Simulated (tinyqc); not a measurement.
# Changing the liner thickness t

Model: size effects in the resistivity of thin metal films and interconnect lines. Computed by tinyqc, a small Python program. Command: `OMP_NUM_THREADS=1 python tinyqc.py 3010214 3010215 out.jsonl size sweep`. One thread of a shared host (Intel(R) Xeon(R) Processor @ 2.30GHz), about 0.01 s of CPU time with the checks.

Electrons lose their drift at surfaces (a share 1 - p of the hits) and at grain boundaries (reflection R), besides bulk scattering. The line sits in a trench with a non-conducting liner on both walls and the bottom; the spacing equals the drawn width.

Inputs (values chosen for the exercise, modelled on tungsten):
```
quantity                          value         unit
bulk resistivity rho_b             5.17  microohm cm
bulk mean free path lambda         14.9           nm
specularity p                         0            -
grain-boundary reflection R        0.17            -
drawn line width w                   13           nm
grain size over metal width         1.5            -
aspect ratio (height over width)    1.8            -
line length                         2.1   micrometre
permittivity of the dielectric k    2.9            -
```

Geometry: line.

Constants: eps_0 = 8.8541878128e-12 F/m.

Method:
- Metal width w_m = w - 2t, height h_m = (aspect ratio) w - t, grain size D = (ratio) w_m.
- Mayadas-Shatzkes: alpha = (lambda/D) R/(1 - R); rho_b/rho = 1 - 3 alpha/2 + 3 alpha^2 - 3 alpha^3 ln(1 + 1/alpha).
- Fuchs-Sondheimer film: rho_b/rho = 1 - (3/(2 kappa))(1 - p) int_0^1 (s - s^3)(1 - exp(-kappa/s))/(1 - p exp(-kappa/s)) ds, f = rho/rho_b, kappa = thickness/lambda, 80 Gauss-Legendre points.
- Line: the excess of a film of thickness w_m and of a film of thickness h_m are added, rho/rho_b = 1 + (f(w_m) - 1) + (f(h_m) - 1), an estimate that holds best when both sides exceed lambda.
- Total: rho = rho_b [1 + surface excess + grain excess]; resistance per length rho/(w_m h_m); capacitance per length C = 2 k eps_0 (aspect ratio + 1/2), a parallel-plate estimate for two neighbours plus a fixed term for the planes above and below; delay 0.38 R C L^2; effective resistivity per drawn area.

One run for each value; columns: (1) liner thickness t (nm); (2) resistance per length (ohm/micrometre); (3) share of the trench filled by metal (%); (4) resistivity rho (microohm cm):
```
(1)      (2)     (3)     (4)
0.20   366.3  96.095  10.708
0.74   426.1  85.813  11.123
1.30   506.2  75.556  11.634
1.80   599.9  66.746  12.181
2.40   754.5  56.607  12.992
2.90   938.4  48.521  13.851
3.50  1274.4  39.250  15.216
4.00  1731.8  31.887  16.798
```

Describe and explain the trends.

Over the rows, resistance per length (ohm/micrometre) rises from 366 to 1730 (exponent d ln y / d ln x 0.12 between the first rows and 2.3 between the last); share of the trench filled by metal (%) falls from 96.1 to 31.9 (exponent d ln y / d ln x -0.086 between the first rows and -1.6 between the last); resistivity rho (microohm cm) rises from 10.7 to 16.8 (exponent d ln y / d ln x 0.029 between the first rows and 0.74 between the last). A thicker liner costs twice: less area, and a narrower core with more surface and grain scattering.

Extremes, crossings and ranges named in words are read from the listed rows.
